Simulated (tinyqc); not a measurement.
Reverse leakage of an n+-p junction: diffusion, generation, trap-assisted and band-to-band tunnelling: two steps of the calculation.

One-sided abrupt junction in the depletion approximation, x from the junction (0) to W on the p side, field F = F0 (1 - x/W). Flat quasi-Fermi levels, long p side. Traps generate through SRH with both lifetimes shortened by 1 + Gamma (Hurkx enhancement, form for moderate fields); band-to-band generation is local and needs a total bending above Eg.

Parameters, values chosen for the exercise; band and dielectric values close to those of silicon: temperature T = 400 K; band gap Eg = 1.14 eV; relative permittivity eps_r = 11.6; conduction-band density of states at T Nc = 4.3e19 cm^-3; valence-band density of states at T Nv = 4.11e19 cm^-3; acceptor density of the lighter side Na = 2.8e17 cm^-3; donor density of the heavier side Nd = 1e20 cm^-3; SRH lifetime of both carriers at zero field tau = 2e-9 s; tunnelling mass mt = 0.24 m0; electron diffusion coefficient on the lighter side Dn = 4.7 cm^2/s; reverse bias VR = 0.9 V.

Constants: q = 1.602176634e-19 C, kB = 1.380649e-23 J/K, hbar = 1.054571817e-34 J s, m0 = 9.1093837015e-31 kg, Vt = kB T/q, eps0 = 8.8541878128e-14 F/cm where lengths are in cm. Results are converted to the units shown.

Task 1. Field, scales and diffusion current. ni = sqrt(Nc Nv) exp(-Eg/(2 Vt)), Eg in volts; Vbi = Vt ln(Na Nd/ni^2); W = sqrt(2 eps0 eps_r (Vbi + VR)/(q Na)); F0 = 2 (Vbi + VR)/W; FG = sqrt(24 mt m0 (kB T)^3)/(q hbar); J_diff = q ni^2 sqrt(Dn/tau)(1 - exp(-VR/Vt))/Na.

Give: ni; Vbi; W; F0; FG; J_diff.

Result 1.

ni = 2.767e12 cm^-3
Vbi = 0.9971 V
W = 93.20 nm
F0 = 407.1 kV/cm
FG = 556.4 kV/cm
J_diff = 2.123e-7 A/cm^2

Task 2. Current components. u = (Vbi + VR)(1 - x/W)^2, p = Na exp(-u/Vt), n = Nd exp((u - Vbi - VR)/Vt); G0 = ni^2 (1 - exp(-VR/Vt))/(tau (n + p + 2 ni cosh(Et/Vt))); Gamma = 2 sqrt(3 pi)(F/FG) exp((F/FG)^2); trap-assisted part G0 Gamma; G_bb = Ab F^2.5 exp(-Bb/F) with F in V/cm, zero unless Vbi + VR > Eg, and counted as zero under 1 cm^-3 s^-1. 14 equal steps.

Each current is q times the trapezoid sum of its rate; J adds J_diff; J_bb under 1e-8 of the sum is given as 0.

```
point     x (nm)  G0 (cm^-3 s^-1)  G0 Gamma (cm^-3 s^-1)  G_bb (cm^-3 s^-1)
0       0.000000     3.8274676e13           2.9368138e14        1.0639597e8
1       6.657390     7.4783776e16           4.9494958e17        2.2617363e6
2      13.314781     1.4703492e19           8.3899168e19          25714.514
3      19.972171     1.7815910e19           8.7513421e19          132.02221
4      26.629562     1.7821814e19           7.5147802e19                  0
5      33.286952     1.7821828e19           6.4212836e19                  0
6      39.944342     1.7821467e19           5.4487341e19                  0
7      46.601733     1.7797291e19           4.5700562e19                  0
8      53.259123     1.6923584e19           3.5949510e19                  0
9      59.916513     8.2312204e18           1.4139554e19                  0
10     66.573904     1.1434031e18           1.5331523e18                  0
11     73.231294     1.6950316e17           1.6723293e17                  0
12     79.888685     4.1931649e16           2.7205945e16                  0
13     86.546075     1.8082821e16           5.8183460e15                  0
14     93.203465     1.3659080e16                      0                  0
```

J_diff = 2.1233850e-7 A/cm^2

Wanted: J_SRH; J_TAT; J_bb; J.

Result 2.

J_SRH = 1.391e-5 A/cm^2
J_TAT = 4.941e-5 A/cm^2
J_bb = 0 A/cm^2
J = 6.354e-5 A/cm^2

Range of the model: The n+ side is degenerate, so Vbi from Boltzmann statistics is only a guide.

Program tinyqc, `OMP_NUM_THREADS=1 python tinyqc.py 2290163 2290164 out.jsonl`; Intel Xeon 2.30GHz, shared host, one thread, about 0.01 s.
